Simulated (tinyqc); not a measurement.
From results back to parameters: thresholds of impact ionisation and Auger recombination from band masses. Four cases, with inputs chosen for the exercise.

Problem. For parabolic bands the thresholds of impact ionisation are Eg (1 + 2 mu)/(1 + mu) for electrons and Eg (2 + mu)/(1 + mu) for heavy holes, mu = me/mh. Both are given.

Case 1.

thresholds for electrons and holes (eV): 0.877056  1.489944

Case 2.

thresholds for electrons and holes (eV): 0.439048  0.796952

Case 3.

thresholds for electrons and holes (eV): 0.235526  0.451474

Case 4.

thresholds for electrons and holes (eV): 1.775003  2.928997

Find: Eg; mu.

Solution. The sum is 3 Eg; mu = (E_e - Eg)/(2 Eg - E_e).

Case 1.

Eg = 0.789 eV
mu = 0.1256

Case 2.

Eg = 0.412 eV
mu = 0.0703

Case 3.

Eg = 0.229 eV
mu = 0.0293

Case 4.

Eg = 1.568 eV
mu = 0.1521

Computed by tinyqc, one run a case: `OMP_NUM_THREADS=1 python tinyqc.py N N+1 out.jsonl` with N = 1850989, 1850990, 1850993, 1851013; one thread of a shared Intel(R) Xeon(R) Processor @ 2.30GHz, about 0.01 s a run at most.
